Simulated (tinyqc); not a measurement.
Inside a calculation. Model: voltage acceleration of oxide breakdown, four models on the same data.

Numbers from tinyqc (`OMP_NUM_THREADS=1 python tinyqc.py 2070064 2070065 out.jsonl`; about 0.01 s on one thread of a shared Intel Xeon 2.30GHz). Printed values are rounded.

Field E = V/tox in MV/cm. Models: ln(t63/1 s) = a - c X with X = E (E model), -1/E (1/E model), ln V (power law, c the exponent n) or sqrt(E).

Values chosen for this exercise:
```
symbol,value,unit,meaning
tox,5.7,nm,oxide thickness
Vu,3.4,V,use voltage
Ts,423,K,stress temperature
Tu,378,K,use temperature
Ea,0.86,eV,activation energy
ks,5.7e-6,,factor for area and percentile
```

Constants: q = 1.602176634e-19 C, kB = 1.380649e-23 J/K. Results are converted to the units shown.

Range of the model: All four laws are empirical fits; none is established far below the stress range.

## Fitting the models

```
stress,V (V),t63 (s)
0,5.75,35290
1,6.6,170
2,7.98,0.1095
```

The three stress times were made with the power model, c = 38.7, and are treated as data. For each model fit ln t63 on X by least squares over the three points.

```
model,c,a,largest misfit in ln t63 (0: below 0.002)
E,3.22197,42.7707,0.327931
1/E,458.804,-34.8273,0.339088
power,38.6991,78.1637,0.000000
sqrt E,22.3685,81.4168,0.165919
```

The worst misfit of any model is 0.34 in ln t63, a factor of 1.40 in time, comparable to the scatter of t63 from small samples, so such data hardly tell the models apart.

## Projection to use conditions

Project to Vu, multiply by exp[(Ea q/kB)(1/Tu - 1/Ts)] and by ks; ten years are 3.15576e8 s. The largest voltage for ten years solves the same relation for V.

temperature factor = 16.5884

```
model,lifetime (years),largest voltage for ten years (V)
E,0.0507071,2.46516
1/E,5.70131e6,4.10782
power,71.5984,3.57742
sqrt E,1.28691,3.14958
```

The lifetimes span 8.05 decades, from the E model (most cautious) to the 1/E model; the allowed voltage spans 2.47 to 4.11 V. 2 of the four models pass ten years at Vu. Lifetimes beyond a thousand years are formal extrapolations.
